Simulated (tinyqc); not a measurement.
# Long-channel MOSFET, surface-potential model: effect of the temperature

n-channel transistor on a uniformly doped p-type body, gradual-channel approximation, constant mobility, Boltzmann statistics, full ionisation. Potentials are counted from the neutral body; V is the electron quasi-Fermi potential, Vsb at the source and Vsb + Vds at the drain. Charges are magnitudes per area.

Nc and Nv are given at 350 K and scale as (T/350 K)^1.5; Eg, Vfb and mu are held fixed. ni = sqrt(Nc Nv) exp(-Eg/(2 Vt)), Eg in volts; phiF = Vt ln(Na/ni); Cox = eps0 eox/tox; gamma = sqrt(2 q eps0 eps_r Na)/Cox. The surface potential psi at channel potential V solves Vgs + Vsb - Vfb - psi = gamma sqrt(G), G = psi - Vt + Vt exp((psi - 2 phiF - V)/Vt). Charge sheet: Qi = Cox gamma [sqrt(G) - sqrt(psi - Vt)]; I = mu (W/L) [integral of Qi dpsi from psi_0 to psi_L (drift) + Vt (Qi0 - QiL) (diffusion)], with psi_0 at V = Vsb and psi_L at V = Vsb + Vds. VT = Vfb + 2 phiF + gamma sqrt(2 phiF + Vsb), m = 1 + gamma/(2 sqrt(2 phiF + Vsb)). The swing is 20 mV/log10[I(VT - 0.14 V)/I(VT - 0.16 V)] of the charge-sheet current at the given Vds.

Values chosen for this exercise; material values close to those of 4H silicon carbide: band gap Eg = 3.23 eV; relative permittivity of the semiconductor eps_r = 9.73; conduction-band density of states at the reference temperature Nc = 2.13e19 cm^-3; valence-band density of states at the reference temperature Nv = 3.19e19 cm^-3; acceptor density of the body Na = 1.4e17 cm^-3; relative permittivity of the gate insulator eox = 25.7; insulator thickness tox = 120 nm; flat-band voltage Vfb = -1.87 V; channel mobility mu = 580 cm^2/(V s); gate width W = 10 um; gate length L = 5 um; source-body reverse bias Vsb = 0 V; gate-source voltage Vgs = 3 V; drain-source voltage Vds = 0.1 V.

Constants: q = 1.602176634e-19 C, kB = 1.380649e-23 J/K, Vt = kB T/q, eps0 = 8.8541878128e-14 F/cm where lengths are in cm. Results are converted to the units shown.

The same in every row: gamma (V^0.5) = 1.037.

Effect of the temperature:
```
T (K)	VT (V)	m	swing (mV/decade)	I at Vgs, Vds (uA)
220	3.001	1.296	57.08	0.02486
250	2.960	1.298	65.01	0.1092
280	2.918	1.300	72.99	0.3076
310	2.874	1.301	81.03	0.6438
340	2.830	1.303	89.15	1.105
370	2.784	1.305	97.34	1.659
400	2.738	1.307	105.6	2.278
430	2.691	1.309	114.0	2.943
```

As T goes from 220 to 430 K, VT falls from 3.00 to 2.69 V, the swing rises from 57.1 to 114 mV a decade and the current rises from 0.0249 to 2.94 uA. The swing is 0.86 % above m Vt ln 10 in the first row and 2.1 % above it in the last. The gate voltage is below VT in 1 of the 8 rows. In every row acceptors of such wide-gap materials are deep, so full ionisation is an idealisation. In every row the mobility is held fixed, though a real channel mobility changes with T and would alter the trend of the current.

Numbers from tinyqc (`OMP_NUM_THREADS=1 python tinyqc.py 2360148 2360149 out.jsonl`; about 0.05 s on one thread of a shared Intel Xeon 2.30GHz).
